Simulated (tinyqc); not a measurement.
Weibull slope from two areas.

Inverse problem. Oxide breakdown times follow a Weibull law, F = 1 - exp(-(t/t63)^beta). For defects spread at random t63 goes as A^(-1/beta). Find beta and the time at which the share Fp of the area-A2 devices has failed, t63(A2) (-ln(1 - Fp))^(1/beta).

Values chosen for this exercise:
- A1 = 6100 um^2 (area of a test capacitor)
- A2 = 1.6e5 um^2 (gate area of the product)
- Fp = 1e-5 (allowed share of failed products)

t63 at the areas A1 and A2 (s): 2200  58.343057

Answer. beta = ln(A2/A1)/ln(t63(A1)/t63(A2)).

beta = 0.9000
time to Fp = 1.623e-4 s

Numbers from tinyqc (`OMP_NUM_THREADS=1 python tinyqc.py 2070012 2070013 out.jsonl`; about 0.01 s on one thread of a shared Intel Xeon 2.30GHz).
